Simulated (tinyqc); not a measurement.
Charge control and current of a heterostructure field-effect transistor: one step, computed by the program tinyqc. Command: `OMP_NUM_THREADS=1 python tinyqc.py 3001640 3001641 out.jsonl hemt walk`. One thread of a shared host (Intel(R) Xeon(R) Processor @ 2.30GHz), about 0.01 s of CPU time with the checks.

Two subbands in a triangular well; E_F is counted from the conduction band edge of the channel at the interface.

Task: Saturation current. With V = e n_s/C_g and V_c = v_s L/mu: for v = mu F/(1 + mu F/v_s), V_Dsat = V_c (sqrt(1 + 2V/V_c) - 1) and I/W = C_g v_s (V - V_Dsat); g_m = dI/dV; extrinsic g_m/(1 + g_m R_S); f_T = g_m/(2 pi C_g L).

Inputs (values chosen for the exercise, modelled on AlGaN/GaN):

| quantity | value | unit |
|---|---|---|
| mobility mu | 1900 | cm^2/(V s) |
| saturation velocity v_s | 1.1 | 1e7 cm/s |
| gate length L | 1000 | nm |
| source resistance R_S | 1.1 | ohm mm |
| temperature T | 400 | K |

Charge source: polarisation. Velocity law: smooth.

sheet density n_s = 8.415657e+12 1/cm^2

gate capacitance C_g = 0.4872923 microfarad/cm^2

Constants: e = 1.602176634e-19 C.

Give: V; V_c; V_Dsat; saturation current I/W; intrinsic g_m; extrinsic g_m; intrinsic f_T.

Result:

V = 2.767 V

V_c = 0.5789 V

V_Dsat = 1.302 V

saturation current I/W = 785.1 mA/mm

intrinsic g_m = 371.1 mS/mm

extrinsic g_m = 263.5 mS/mm

intrinsic f_T = 12.12 GHz

V/V_c = 4.78: velocity saturation rules; I is 53 % of e n_s v_s = 1480 mA/mm.
